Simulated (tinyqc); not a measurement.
# Double-gate transistor below threshold, two-dimensional Poisson equation on a small mesh, step by step

Numbers from tinyqc (`OMP_NUM_THREADS=1 python tinyqc.py 2480029 2480030 out.jsonl`; about 0.1 s on one thread of a shared Intel Xeon 2.30GHz). Printed values are rounded.

Half of a symmetric double-gate structure: row 0 is the mid-plane of the body, where the normal field vanishes. Mobile charge is neglected (subthreshold), the body is fully depleted, and potentials are counted from the intrinsic level; rows run upward to the gate, columns from source to drain.

Parameters, values chosen for the exercise; semiconductor permittivity made up:
- T = 293 K (temperature)
- eps_r = 14.1 (relative permittivity of the semiconductor)
- eox = 3.9 (relative permittivity of the insulator)
- tb = 4 nm (half the body thickness)
- tox = 1.9 nm (insulator thickness)
- L = 45 nm (channel length)
- Na = 5e17 cm^-3 (acceptor density of the depleted body)
- Vbi = 0.6 V (potential of the source)
- Vfb = -0.02 V (gate offset)
- Vg = 0.05 V (gate voltage)
- Vd = 0.05 V (drain voltage)

Constants: q = 1.602176634e-19 C, kB = 1.380649e-23 J/K, Vt = kB T/q, eps0 = 8.8541878128e-14 F/cm where lengths are in cm. Results are converted to the units shown.

## Coefficients of the five-point equations

Mesh: rows i = 0..3 in the semiconductor (step hs = tb/3, row 3 on the interface), then 2 step(s) ho = tox/2 up to the gate row 5; columns j = 0..6 (step hy = L/6). Box integration, divided by eps0: up_i = eps hy/h of the interval above row i, dn_i = that of the interval below (0 for row 0), lat_i = (sum of eps h/2 over the intervals above and below)/hy, s_i = -q Na w_i hy/eps0 with w_i the semiconductor height of the box (hs/2 for row 0 and the interface row, hs between, 0 in the insulator). Each free node obeys (up + dn + 2 lat) psi = up psi(above) + dn psi(below) + lat [psi(left) + psi(right)] + s.

```
row       up       dn      lat       s (V)
0    79.3125        0  1.25333  -0.0452378
1    79.3125  79.3125  2.50667  -0.0904756
2    79.3125  79.3125  2.50667  -0.0904756
3    30.7895  79.3125  1.50033  -0.0452378
4    30.7895  30.7895    0.494           0
```

## Iteration 1: over-relaxation sweep (omega = 1.5)

psi at the start (fixed values on the edges, free nodes at zero) (V):
```
            j=0       j=1       j=2       j=3       j=4       j=5       j=6
row 0  0.600000  0.000000  0.000000  0.000000  0.000000  0.000000  0.650000
row 1  0.600000  0.000000  0.000000  0.000000  0.000000  0.000000  0.650000
row 2  0.600000  0.000000  0.000000  0.000000  0.000000  0.000000  0.650000
row 3  0.600000  0.000000  0.000000  0.000000  0.000000  0.000000  0.650000
row 4  0.335000  0.000000  0.000000  0.000000  0.000000  0.000000  0.360000
row 5  0.070000  0.070000  0.070000  0.070000  0.070000  0.070000  0.070000
```

Free nodes: rows 0..4, columns 1..5, taken row by row from row 0, left to right. t = (up psi(above) + dn psi(below) + lat [psi(left) + psi(right)] + s)/(up + dn + 2 lat), with the newest neighbours; psi(new) = psi + 1.5 (t - psi).

psi after iteration 1 (V):
```
            j=0       j=1        j=2        j=3        j=4       j=5       j=6
row 0  0.600000  0.012957  -0.000532  -0.000842  -0.000849  0.014087  0.650000
row 1  0.600000  0.022377  -0.000702  -0.001457  -0.001480  0.024313  0.650000
row 2  0.600000  0.029226  -0.000668  -0.001904  -0.001949  0.031738  0.650000
row 3  0.600000  0.042081  -0.000465  -0.002612  -0.002702  0.045663  0.650000
row 4  0.335000  0.086700   0.052354   0.050363   0.050273  0.090237  0.360000
row 5  0.070000  0.070000   0.070000   0.070000   0.070000  0.070000  0.070000
```

## Iteration 2: over-relaxation sweep (omega = 1.5)

As before.

psi after iteration 2 (V):
```
            j=0       j=1        j=2        j=3        j=4       j=5       j=6
row 0  0.600000  0.039004  -0.000707  -0.002563  -0.002292  0.042363  0.650000
row 1  0.600000  0.051357  -0.000332  -0.003390  -0.002692  0.055760  0.650000
row 2  0.600000  0.066260   0.000404  -0.004277  -0.003145  0.071902  0.650000
row 3  0.600000  0.095389   0.023282   0.017182   0.019221  0.102363  0.650000
row 4  0.335000  0.083320   0.044263   0.040292   0.042269  0.086877  0.360000
row 5  0.070000  0.070000   0.070000   0.070000   0.070000  0.070000  0.070000
```

## Course of the iteration: over-relaxation sweep (omega = 1.5)

Stop when the largest change of psi is below 1e-7 V, or after 400 iterations. Fixed values: gate row Vg - Vfb; column 0 at Vbi and the last column at Vbi + Vd in the semiconductor, each running linearly to Vg - Vfb across the insulator.

Course of the iteration:
```
iteration  psi at row 0, j = 3 (V)  largest |change| of one entry (V)
1                      -8.41566e-4                             0.0902
2                      -0.00256331                             0.0567
3                      -0.00451740                             0.0480
4                      -0.00660726                             0.0441
5                        0.0101424                             0.0460
6                        0.0159533                             0.0191
7                        0.0236516                             0.0170
8                        0.0313982                             0.0124
9                        0.0387094                             0.0102
...                            ...                                ...
59                       0.0803837                            4.55e-7
60                       0.0803841                            3.72e-7
61                       0.0803844                            3.04e-7
62                       0.0803847                            2.49e-7
63                       0.0803849                            2.03e-7
64                       0.0803850                            1.66e-7
65                       0.0803852                            1.36e-7
66                       0.0803853                            1.11e-7
67                       0.0803854                            9.10e-8
```

Converged in 67 iterations. At the end each change is about 0.82 times the one before: linear convergence.

## Barrier, swing and barrier lowering

converged psi (V):
```
            j=0       j=1       j=2       j=3       j=4       j=5       j=6
row 0  0.600000  0.225663  0.105539  0.080386  0.109939  0.241606  0.650000
row 1  0.600000  0.222216  0.104608  0.080092  0.108896  0.237803  0.650000
row 2  0.600000  0.211687  0.101876  0.079253  0.105830  0.226188  0.650000
row 3  0.600000  0.193497  0.097530  0.078000  0.100940  0.206123  0.650000
row 4  0.335000  0.132977  0.084078  0.074173  0.085807  0.139401  0.360000
row 5  0.070000  0.070000  0.070000  0.070000  0.070000  0.070000  0.070000
```

d psi/dVg on row 0: j=0 0.000000, j=1 0.676477, j=2 0.894956, j=3 0.942444, j=4 0.894956, j=5 0.676477, j=6 0.000000
d psi/dVd on row 0: j=0 0.00000, j=1 0.00233, j=2 0.00852, j=3 0.02878, j=4 0.09653, j=5 0.32119, j=6 1.00000

The barrier is read along row 0, the path farthest from the gate. Take the node j of lowest psi: barrier Vbi - psi_j; swing Vt ln 10/(d psi_j/dVg); DIBL = (d psi_j/dVd)/(d psi_j/dVg). The derivatives solve the same equations with s = 0 and a unit change of that voltage.

j = 3
barrier = 0.519614 V
swing = 61.6880 mV/decade
DIBL = 30.5356 mV/V

A mesh of 12, 8 and 80 steps (semiconductor, insulator, channel) gives a barrier of 0.526 V, a swing of 60.9 mV a decade and a DIBL of 23.0 mV/V; the small mesh puts the barrier 1.3 % below that.
